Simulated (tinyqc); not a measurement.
# CMOS inverter, nodal equation and switching: effects of single changes

An n-channel pull-down (bn, VTn) and a p-channel pull-up (bp, VTp) share the input Vin and the output node Vout, which carries the load C. Transistor (EKV form, voltages against the body): I = 2 n b Vt^2 [F(vp - Vs) - F(vp - Vd)] from drain to source, F(v) = ln^2(1 + exp(v/(2 Vt))), vp = (Vg - VT + sg |Vd - Vs|)/n. n-channel bodies are at 0; for the p-channel device all voltages are counted down from Vdd. b in uA/V^2 gives I in uA. Static: In = Ip. Transient: C dVout/dt = Ip - In. No velocity saturation, no gate capacitance beyond C.

Inputs (values chosen for the exercise): temperature T = 300 K; supply voltage Vdd = 0.5 V; slope factor n = 1.23; drain-induced barrier lowering sg = 0.113; n-channel threshold VTn = 0.33 V; p-channel threshold (magnitude) VTp = 0.39 V; gain factor of the pull-down transistor bn = 240 uA/V^2; gain factor of the pull-up transistor bp = 480 uA/V^2; load capacitance C = 0.56 fF.

Constants: q = 1.602176634e-19 C, kB = 1.380649e-23 J/K, Vt = kB T/q. Results are converted to the units shown.

Each table varies one quantity; the others keep the values above.

## Effect of the slope factor

VM solves In = Ip with Vin = Vout; VIL and VIH are the inputs of gain -1, NML = VIL - Vout(VIH), NMH = Vout(VIL) - VIH. For a step input the delay to Vdd/2 is tHL = C times the integral of dV/(In - Ip) from Vdd/2 to Vdd at Vin = Vdd, and tLH likewise with Ip - In from 0 to Vdd/2 at Vin = 0.

Result of one run:
```
n    VM (V)  gain at VM  NML (V)  NMH (V)  tHL (ps)  tLH (ps)
1.2  0.2339      -8.839   0.1744   0.2104     30.60     28.41
```

What becomes of these results when the slope factor n is changed from 1.2 to 1.6, all else the same?

Result of the changed run:
```
n    VM (V)  gain at VM  NML (V)  NMH (V)  tHL (ps)  tLH (ps)
1.6  0.2381      -8.835   0.1730   0.1998     39.24     34.65
```

The whole series:
```
n    VM (V)  gain at VM  NML (V)  NMH (V)  tHL (ps)  tLH (ps)
1    0.2319      -8.841   0.1756   0.2161     25.79     24.45
1.1  0.2329      -8.840   0.1750   0.2132     28.23     26.50
1.2  0.2339      -8.839   0.1744   0.2104     30.60     28.41
1.3  0.2349      -8.838   0.1740   0.2077     32.89     30.18
1.4  0.2360      -8.837   0.1736   0.2050     35.10     31.81
1.5  0.2370      -8.836   0.1733   0.2024     37.22     33.29
1.6  0.2381      -8.835   0.1730   0.1998     39.24     34.65
```

As n goes from 1 to 1.6, VM rises from 0.232 to 0.238 V, the size of the gain stays near 8.84, tHL rises from 25.8 to 39.2 ps and tLH rises from 24.5 to 34.6 ps. The smaller margin is largest, 0.176 V, at n = 1 among the rows.

## Effect of the gain factor of the pull-up transistor

Same model as above.

Results:
```
bp (uA/V^2)  VM (V)  gain at VM  NML (V)  NMH (V)  tHL (ps)  tLH (ps)
48           0.1971      -8.818   0.1330   0.2505     31.29     289.5
74           0.2041      -8.825   0.1408   0.2429     31.29     187.8
170          0.2175      -8.833   0.1558   0.2281     31.29     81.75
270          0.2249      -8.836   0.1641   0.2199     31.29     51.47
410          0.2317      -8.838   0.1715   0.2124     31.29     33.90
630          0.2386      -8.840   0.1791   0.2047     31.29     22.06
960          0.2454      -8.840   0.1866   0.1970     31.29     14.48
```

Estimate the missing row, bp = 110 uA/V^2.

Computed row:
```
bp (uA/V^2)  VM (V)  gain at VM  NML (V)  NMH (V)  tHL (ps)  tLH (ps)
110          0.2105      -8.829   0.1480   0.2358     31.29     126.3
```

With this row back in the table: As bp goes from 48 to 960 uA/V^2, VM rises from 0.197 to 0.245 V, the size of the gain stays near 8.83, tHL stays near 31.3 ps and tLH falls from 290 to 14.5 ps. The smaller margin is largest, 0.187 V, at bp = 960 uA/V^2 among the rows. A stronger pull-up raises VM and trades low-side against high-side margin.

Program tinyqc, `OMP_NUM_THREADS=1 python tinyqc.py 2340022 2340023 out.jsonl`; Intel Xeon 2.30GHz, shared host, one thread, about 0.04 s.
